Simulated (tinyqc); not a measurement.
Ways to converge the cycle: SCF convergence aids in the 6-31g basis, for H4+, spin multiplicity 2. Computed by the program tinyqc with PySCF. UHF with one setting changed at a time; a run stops when the energy changes by less than 1e-09 hartree and the error matrix is below 1e-5. The start is random orbitals. Damping d keeps d of the old density; a shift (hartree) raises the virtual levels; DIIS n extrapolates F over n matrices.

Geometry (angstrom):
```
atom       x       y       z
H     0.0000  0.0000  0.0000
H     0.0000  0.0000  1.3660
H     0.0000  1.9820  0.0000
H     0.0000  1.9820  1.3660
```

lowest solution found by these runs and by PySCF with stability checks = -1.630820 hartree

Largest element of the error matrix X^T (FDS - SDF) X:
```
iteration    plain  damping 0.3  damping 0.6  shift 0.4   DIIS 3   DIIS 8
1          2.6e-01      2.6e-01      2.6e-01    2.6e-01  2.6e-01  2.6e-01
2          8.0e-02      1.3e-01      1.9e-01    1.3e-01  8.0e-02  8.0e-02
3          3.1e-02      7.2e-02      1.4e-01    6.1e-02  2.4e-02  2.4e-02
4          1.3e-02      4.0e-02      1.0e-01    3.5e-02  8.7e-03  8.7e-03
5          7.0e-03      2.2e-02      7.4e-02    2.4e-02  5.9e-03  5.9e-03
6          5.7e-03      1.3e-02      5.4e-02    1.8e-02  4.3e-03  3.8e-03
8          3.9e-03      6.0e-03      3.0e-02    1.2e-02  2.0e-03  1.5e-03
10         3.1e-03      4.4e-03      1.7e-02    8.7e-03  5.3e-04  3.9e-04
14         2.1e-03      3.0e-03      6.6e-03    5.3e-03  2.2e-04  1.7e-05
20         1.4e-03      2.1e-03      3.7e-03    3.0e-03  2.2e-05        -
30         7.3e-04      1.3e-03      2.4e-03    1.6e-03        -        -
45         3.2e-04      6.8e-04      1.6e-03    7.7e-04        -        -
60         1.7e-04      3.8e-04      1.1e-03    3.9e-04        -        -
```

How each run ends:
```
run          iterations  E (hartree)                                                        state
plain               >60    -1.630802  falls steadily but slowly, by a factor of about 0.96 a step
damping 0.3         >60    -1.630766  falls steadily but slowly, by a factor of about 0.96 a step
damping 0.6         >60    -1.630571  falls steadily but slowly, by a factor of about 0.98 a step
shift 0.4           >60    -1.630789  falls steadily but slowly, by a factor of about 0.96 a step
DIIS 3               28    -1.630820                                                 lowest found
DIIS 8               18    -1.630820                                                 lowest found
```

What does the comparison show, and why?

2 of 6 runs reach the lowest solution found, in 18 to 28 iterations (fastest: DIIS 8). Not converged: plain, damping 0.3, damping 0.6, shift 0.4. DIIS 3 and DIIS 8 gain by cancelling the error over several earlier matrices, much as a quasi-Newton step does.
